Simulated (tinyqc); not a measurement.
Worked calculation: q-state Potts model on a small periodic square lattice: enumeration, Metropolis, heat-bath and Wolff steps. Computed by tinyqc, a small Python program that keeps every step. Command: `OMP_NUM_THREADS=1 python tinyqc.py 3110828 3110829 out.jsonl potts walk`. One thread of a shared host (Intel(R) Xeon(R) Processor @ 2.30GHz), about 0.03 s of CPU time with the checks. Intermediate numbers are printed to about 6 digits and carried at full precision; extremes and crossings named in words are read from the listed rows.

E = -J x (number of nearest-neighbour bonds with equal states); n x n sites with periodic edges have 2 n^2 bonds. Order parameter m = (q f - 1)/(q - 1), f being the largest share of one state. Sites are numbered row by row from 0. Here q = 3 and n = 3.

Inputs (values chosen for the exercise, for a model of domains or grain orientations): number of states q = 3; edge n = 3; coupling J = 28 meV; temperature T = 494 K; seed = 656146.

Update: Wolff cluster.

Constants: k_B = 8.617333262e-05 eV/K.

## Scales

K = J/(k_B T); the infinite square lattice orders at K_c = ln(1 + sqrt(q)); Wolff bond probability p = 1 - exp(-K).

K = 0.657746

K_c = 1.00505

T_c of the infinite lattice = 323.293 K

p = 0.481982

## Density of states

All q^(n^2) states are counted by their number b of equal bonds; weights g(b) exp(K b), K = J/(k_B T). Per site: u = -J <b>/n^2, c/k_B = K^2 (<b^2> - <b>^2)/n^2.

States by number of equal bonds:
```
b   g(b)  probability
0     12  3.45230e-06
2    540  5.78937e-04
3    936  1.93718e-03
4   3240  1.29448e-02
5   3996  3.08198e-02
6   3348  4.98477e-02
7   3240  9.31237e-02
8   2592  1.43815e-01
9    660  7.06919e-02
10   810  1.67481e-01
11   108  4.31083e-02
12   144  1.10957e-01
14    54  1.55059e-01
18     3  1.19632e-01
```

The most probable level has b = 10 of 18 bonds.

## Exact averages

ln Z = ln sum g(b) exp(K b); entropy per site s/k_B = (ln Z - K <b>)/n^2.

<b> = 10.7552

energy u = -33.4607 meV/site

heat capacity c = 0.658769 k_B/site

entropy s = 0.887463 k_B/site

## Order parameter

The same sums with m: <m> and the Binder ratio U = 1 - <m^4>/(3 <m^2>^2).

<m> = 0.551982

Binder ratio U = 0.435079

## One Wolff cluster

start states:
```
[[0, 2, 0],
 [1, 1, 0],
 [2, 2, 2]]
```

random numbers, used in turn: [0.0545, 0.1674, 0.9772, 0.8677, 0.1575, 0.2059, 0.4697, 0.6922, 0.8725, 0.9762, 0.4689, 0.1155, 0.7189, 0.1996, 0.1659, 0.0138, 0.0027, 0.0314, 0.8411, 0.7718, 0.6820, 0.7144, 0.7687, 0.4865, 0.4522, 0.3041, 0.4431, 0.2823, 0.3541, 0.8860, 0.0976, 0.2055, 0.2544, 0.1426, 0.9294, 0.9780, 0.6616, 0.9411]

Seed site = floor(r n^2); new state = (old + 1 + floor(r (q - 1))) mod q. Sites are taken first in, first out; each neighbour (right, left, below, above) with the seed state and not yet in the cluster joins if the next r < p. The cluster then takes the new state.

Bonds tested:
```
from  to       r  result
0      2  0.9772      no
```

seed site = 0

cluster size = 1

states afterwards:
```
[[1, 2, 0],
 [1, 1, 0],
 [2, 2, 2]]
```

## A longer run and its error bar

After 400 updates are discarded, b is recorded for 4000 cluster flips of the update named (random numbers not printed, so these rows are one sample). Records are averaged in blocks; the error is the scatter of block means over sqrt(number of blocks), and the last column its square over that for single records.

Blocking:
```
block length   mean b     error  variance ratio
1             10.4615  0.057207         1.00000
4             10.4615  0.089687         2.45782
16            10.4615  0.110064         3.70154
40            10.4615  0.117652         4.22957
100           10.4615  0.118396         4.28320
```

The run gives 10.461 +/- 0.118 (blocks of 40) against the exact 10.755, a difference of 2.5 error bars. Single records understate the error by a factor of about 2.1, because successive records are correlated.

## Across the transition

m and U = 1 - <m^4>/(3 <m^2>^2) from the same sums; K = K_c T_c/T.

Exact values for this lattice:
```
T/T_c  share of equal bonds  c (k_B/site)       <m>         U
0.50               0.998601       0.04719  0.998909  0.666444
0.70               0.982993       0.32242  0.985444  0.663094
0.85               0.943806       0.75234  0.947663  0.651693
0.95               0.898668       1.05149  0.900833  0.635291
1.00               0.871061       1.16200  0.871111  0.623767
1.10               0.810163       1.25683  0.803462  0.594241
1.25               0.719837       1.12255  0.699092  0.538551
1.50               0.606977       0.69923  0.563549  0.444315
2.00               0.497909       0.26539  0.429633  0.331377
3.00               0.425694       0.07972  0.343875  0.269760
```

c is largest, 1.26 k_B, at T/T_c = 1.1: on so small a lattice the transition is a broad bump. At T_c the infinite lattice has a share (1 + 1/sqrt(q))/2 = 0.789 of equal bonds, against 0.871 here. <m> stays at 0.34 at 3 T_c, since the largest share among 9 sites always exceeds 1/q on average.

Checks made by the program: number of states (relative difference below 1e-10).
